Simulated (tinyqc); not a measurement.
# Frequency dispersion of an accumulation capacitance by border traps, distributed model: effect of the semiconductor capacitance in accumulation

Traps spread evenly through the insulator exchange electrons with the semiconductor by tunnelling, with tau(x) = t0 exp(2 ka x) at depth x from the interface. The admittance per area Y seen at depth x obeys dY/dx = -Y^2/(i w eps0 eox) + q Nb ln(1 + i w tau)/tau, with Y(0) = i w Cs and w = 2 pi f; the gate sees Y(tox) = G + i w C. Working variable y = Y/(i w), in uF/cm^2. Cox = eps0 eox/tox.

Cox; trap-free value 1/(1/Cox + 1/Cs); response depth d = ln(1/(w t0))/(2 ka), where w tau = 1; lumped estimate: all traps within d act as C_bt = q Nb d placed at d/2, so C = 1/{1/[1/(1/Cs + d/(2 eps0 eox)) + C_bt] + (tox - d/2)/(eps0 eox)}. C and G from a fine integration; dispersion -d C/d log10 f over C, from f times and over 1.1. For a broad spread of time constants G/w is close to -(pi/2) dC/d ln w.

Parameters, values chosen for the exercise; permittivity close to that of zirconium oxide: relative permittivity of the insulator eox = 21.5; insulator thickness tox = 11 nm; density of border traps Nb = 1.9e19 cm^-3 eV^-1; decay constant of the wave function in the insulator ka = 6.4 1/nm; time constant of a trap at the interface t0 = 7e-9 s; frequency f = 100 Hz.

Constants: q = 1.602176634e-19 C, eps0 = 8.8541878128e-14 F/cm where lengths are in cm. Results are converted to the units shown.

The same in every row: d (nm) = 0.9636.

Effect of the semiconductor capacitance in accumulation:

| Cs (uF/cm^2) | C (uF/cm^2) | G/w (uF/cm^2) | dispersion (% a decade) | -(pi/2) dC/d ln w (uF/cm^2) | lumped C (uF/cm^2) | trap-free C (uF/cm^2) |
|---|---|---|---|---|---|---|
| 0.2 | 0.4028 | 0.02328 | 8.467 | 0.02327 | 0.3870 | 0.1793 |
| 0.39 | 0.5077 | 0.02016 | 5.818 | 0.02015 | 0.4940 | 0.3183 |
| 0.75 | 0.6669 | 0.01585 | 3.482 | 0.01584 | 0.6562 | 0.5232 |
| 1.4 | 0.8694 | 0.01111 | 1.873 | 0.01111 | 0.8619 | 0.7739 |
| 2.8 | 1.120 | 0.006412 | 0.8392 | 0.006412 | 1.116 | 1.070 |
| 5.4 | 1.334 | 0.003412 | 0.3747 | 0.003411 | 1.332 | 1.311 |
| 10 | 1.486 | 0.001854 | 0.1827 | 0.001852 | 1.485 | 1.475 |
| 20 | 1.598 | 0.001013 | 0.09274 | 0.001011 | 1.597 | 1.593 |

What does the comparison show, and why?

As Cs goes from 0.2 to 20, C rises from 0.403 to 1.60 uF/cm^2, the dispersion falls from 8.47 to 0.0927 % a decade and G/w falls from 0.0233 to 0.00101 uF/cm^2. The lumped estimate is 3.9 % below C in the first row and 0.052 % below it in the last. The same traps disperse C more when Cs is small, since they then add to the weaker series term.

tinyqc, about 0.7 s, one thread, Intel Xeon 2.30GHz (shared host): `OMP_NUM_THREADS=1 python tinyqc.py 2202137 2202138 out.jsonl`
